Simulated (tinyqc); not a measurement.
Angle series: uniform film or islands? Model: X-ray photoelectron analysis of a thin oxide on a semiconductor: attenuation lengths, thickness, angle series and band offsets. Computed by tinyqc, a small Python program. Command: `OMP_NUM_THREADS=1 python tinyqc.py 3110067 3110068 out.jsonl xps walk`. One thread of a shared host (Intel(R) Xeon(R) Processor @ 2.30GHz), about 0.01 s of CPU time with the checks.

The same element is seen in the oxide and in the substrate, at nearly the same kinetic energy; films are flat and uniform, and the work function is ignored.

Inputs (values chosen for the exercise, modelled on SiO2 on 4H-SiC):
```
quantity                                           value     unit
photon energy                                     1486.6       eV
binding energy of the core level                   100.5       eV
oxide density                                       2.24   g/cm^3
oxide formula mass                                 60.08    g/mol
valence electrons per oxide formula                   16        -
oxide gap                                           9.03       eV
substrate density                                   3.21   g/cm^3
substrate formula mass                              40.1    g/mol
valence electrons per substrate formula                8        -
substrate gap                                       3.26       eV
oxide thickness d                                    3.4       nm
emission angle from the normal                        15  degrees
attenuation length over inelastic mean free path    0.95        -
carbon overlayer                                     0.5       nm
```

Method:
- TPP-2M: lambda = E/(E_p^2 [b ln(c E) - C/E + D/E^2]) in angstrom, E_p = 28.8 sqrt(N_v rho/M), b = -0.10 + 0.944/sqrt(E_p^2 + E_g^2) + 0.069 rho^0.1, c = 0.191/sqrt(rho), U = N_v rho/M, C = 1.97 - 0.91 U, D = 53.4 - 20.8 U, with E = photon energy less binding energy in eV.
- Attenuation length L = factor x lambda.
- R_0 = (rho_o/M_o) L_o/((rho_s/M_s) L_s); peak ratio R = I_ox/I_sub = R_0 [exp(d/(L_o cos theta)) - 1]; hence d = L_o cos theta ln(1 + R/R_0). A carbon layer weakens both peaks alike, by exp(-d_C/(L_o cos theta)) if its L is taken equal to L_o. This R_0 leaves out intrinsic losses from the substrate peak, so calibrated values can be larger.
- Islands: half of the surface carries 2 d and half none, R = R_0 (1/2)(1 - t)/(1/2 + t/2) with t = exp(-2 d/(L_o cos theta)); the apparent thickness is read with the uniform formula.

R_0 = 0.620329

L in the oxide = 3.69341 nm

Against the angle:
```
theta (degrees)  R, uniform  R, islands  apparent d, islands (nm)
0                     0.937     0.45046                    2.0162
20                    1.032     0.46705                    1.9480
35                    1.288     0.50177                    1.7932
45                    1.660     0.53485                    1.6238
55                    2.467     0.57220                    1.3846
65                    4.858     0.60462                    1.0620
75                   21.122     0.61932                    0.6618
```

A uniform film gives d = 3.4 nm at every angle. The island film of the same volume reads 2.02 nm at normal emission and 0.662 nm at 75 degrees; its ratio cannot pass R_0, since the bare half always shows the substrate.

Extremes, crossings and ranges named in words are read from the listed rows.
